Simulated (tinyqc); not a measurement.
Inside a calculation. Model: rectangular fin or nanosheet with a gate all round, subbands and threshold shift from confinement.

Program tinyqc, `OMP_NUM_THREADS=1 python tinyqc.py 2350104 2350105 out.jsonl`; Intel Xeon 2.30GHz, shared host, one thread, about 0.1 s. Printed values are rounded.

Undoped body with a flat potential across it, hard walls, transport along x. One isotropic valley (g = 1, mx = my = mz = me). Non-parabolicity enters the subband edges through E (1 + al E) = gamma, so E = 2 gamma/(1 + sqrt(1 + 4 al gamma)); motion within a subband is taken as parabolic with the band-edge mass. Energies are counted from the bulk band edge.

Parameters, values chosen for the exercise; masses close to those of In0.53Ga0.47As: temperature T = 77 K; mass at the band edge me = 0.0409 m0; non-parabolicity al = 1.3 1/eV; width (along y) t = 7.1 nm; widening of the box by penetration into the insulator dl = 0 nm; height (along z) H = 42.6 nm.

Constants: q = 1.602176634e-19 C, kB = 1.380649e-23 J/K, hbar = 1.054571817e-34 J s, m0 = 9.1093837015e-31 kg, Vt = kB T/q, hbar^2/(2 m0) = 0.0380998212 eV nm^2. Results are converted to the units shown.

Range of the model: Non-parabolicity also makes carriers heavier within each subband, which is left out, so densities of states are understated at high energy.

## Lowest subbands

gamma = C pi^2 [a^2/(my (t + dl)^2) + b^2/(mz (H + dl)^2)], C = hbar^2/(2 m0). List the 5 lowest, labelled by quantum numbers, with degeneracy g and N_k: N_k = g sqrt(2 mx m0 kB T/(pi hbar^2)).

```
subband   E_k (eV)  g  N_k (cm^-1)
1,1      0.1558660  1   4.761645e5
1,2      0.1665754  1   4.761645e5
1,3      0.1839764  1   4.761645e5
1,4      0.2074792  1   4.761645e5
1,5      0.2363915  1   4.761645e5
```

## Threshold shift

Each subband has N_k = g sqrt(2 mx m0 kB T/(pi hbar^2)); without degeneracy n = exp(EF/Vt) sum N_k exp(-E_k/Vt). Classical value Nc times t H, Nc = sum over valleys of 2 g (m m0 kB T/(2 pi hbar^2))^1.5 with m = (mx my mz)^(1/3). Threshold shift dVT = Vt ln(classical value/sum N_k exp(-E_k/Vt)). Use the subbands listed.

shares, subband 1,1 to 1,5 (%): 82.37413  16.39992  1.19102  0.03448  0.00044
sum N_k exp(-E_k/Vt) = 3.633098e-5 cm^-1
Nc = 2.699052e16 cm^-3
classical value = 81635.51 cm^-1
dVT = 142.8780 mV

With all subbands dVT = 142.9 mV. The lowest edge lies at 156 meV; dVT is smaller than that, since sum N_k exp(-(E_k - E_1)/Vt) exceeds the classical value.
